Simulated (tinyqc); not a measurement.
## Screening length from the swing

Question. In a simple model of a Schottky-barrier transistor a barrier thinner than d = 3.7 nm is transparent, so the effective barrier is pn - psi (1 - exp(-d/lam)) and the swing beyond flat band is Vt ln 10/(1 - exp(-d/lam)). Find the thermionic swing, lam, and the effective barrier at psi = 0.2 V.

Inputs (values chosen for the exercise):
```
symbol,value,unit,meaning
T,250,K,temperature
pn,0.8,eV,barrier for electrons at both contacts
```

Constants: q = 1.602176634e-19 C, kB = 1.380649e-23 J/K, Vt = kB T/q. Results are converted to the units shown.

swing in the tunnelling range = 66.496264 mV/decade

Answer. The ratio of the two swings is 1 - exp(-d/lam).

Vt ln 10 = 49.61 mV/decade
lam = 2.700 nm
effective barrier = 0.6508 eV

Program tinyqc, `OMP_NUM_THREADS=1 python tinyqc.py 2390142 2390143 out.jsonl`; Intel Xeon 2.30GHz, shared host, one thread, about 0.04 s.
